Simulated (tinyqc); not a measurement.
Phonon transmission through an interface between two chains by Green functions: one step, computed by the program tinyqc. Command: `OMP_NUM_THREADS=1 python tinyqc.py 3004917 3004918 out.jsonl agf walk`. One thread of a shared host (Intel(R) Xeon(R) Processor @ 2.30GHz), about 0.01 s of CPU time with the checks.

Two semi-infinite chains (masses m_1, m_2; springs k_1, k_2), motion along the chain. The central region holds the end atom of each chain and one interlayer atom of mass m_b, joined by springs k_b. lambda = omega^2 in eV/(angstrom^2 u); nu = 15.6333042 THz x sqrt(lambda).

Task: Transmission at the probe frequency. A = lambda M - K - Sigma over the central atoms, with K_ii the sum of the springs at i, K_(i,i+1) = -k_b; G = inverse of A; transmission = Gamma_1 Gamma_2 |G_(first,last)|^2.

Atoms in the interlayer: one.

A (complex symmetric) (eV/angstrom^2):
```
                     end of 1    layer 1             end of 2
end of 1  -2.642123+2.677301i   3.130000             0.000000
layer 1              3.130000  -3.805743             3.130000
end of 2             0.000000   3.130000  -2.140860+5.111168i
```

Gamma_1 = 5.354603 eV/angstrom^2

Gamma_2 = 10.22234 eV/angstrom^2

Give: G_(first,last); transmission.

Result:

G_(first,last) = 0.1264+0.0051i angstrom^2/eV

transmission = 0.8753
